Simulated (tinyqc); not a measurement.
Three structures under pressure: Born-Mayer model of an ionic crystal AB. Computed by tinyqc, a small Python program. Command: `OMP_NUM_THREADS=1 python tinyqc.py 3008612 3008613 out.jsonl bornmayer walk`. One thread of a shared host (Intel(R) Xeon(R) Processor @ 2.30GHz), about 0.01 s of CPU time with the checks.

Energies are per ion pair and r is the nearest distance of unlike ions.

Inputs (values chosen for the exercise, for a model salt): ionic charge z = 1; unlike repulsion lambda = 2720 eV; range rho = 0.304 angstrom.

Structure: zinc blende. Short range: nearest neighbours only.

Constants: e^2/(4 pi eps_0) = 14.39964548 eV angstrom; 1 eV/angstrom^3 = 160.2176634 GPa.

Method:
- Madelung constant M, unlike neighbours z1, like neighbours z2 at f r, volume per pair: rock salt 1.747565, 6, 12, sqrt2, 2 r^3; caesium chloride 1.762675, 8, 6, 2/sqrt3, 8 r^3/(3 sqrt3); zinc blende 1.638055, 4, 12, sqrt(8/3), 16 r^3/(3 sqrt3).
- U(r) = -M z^2 e^2/(4 pi eps_0 r) + z1 lambda exp(-r/rho).
- With the volume written as c r^3, under pressure take the root at the minimum of the enthalpy and solve U'(r) + 3 c r^2 P = 0; H = U + P V; B = (U'' - 2 U'/r)/(9 c r).

Enthalpy (eV per pair):
```
P (GPa)  rock salt  caesium chloride  zinc blende
0           -7.543            -7.377       -7.355
2           -6.897            -6.822       -6.498
5           -6.001            -6.044       -5.337
10          -4.632            -4.846       -3.599
20          -2.177            -2.678       -0.538
40           2.104             1.138        4.706
70           7.675             6.147       11.423
100         12.647            10.645       17.350
```

volumes at zero pressure (angstrom^3): rock salt 53.882, caesium chloride 46.034, zinc blende 72.573

What does the comparison show, and why?

At zero pressure the order is rock salt < caesium chloride < zinc blende. Between 2 and 5 GPa the lowest enthalpy passes from rock salt to caesium chloride. Pressure favours the denser structure, through P V. The Madelung constants, the number of repulsive contacts and the volumes (53.9, 46.0, 72.6 angstrom^3 at P = 0) all matter. Caution: rigid ions with fixed charges leave out polarisation and covalency, so such models often misplace transition pressures.

Extremes, crossings and ranges named in words are read from the listed rows.
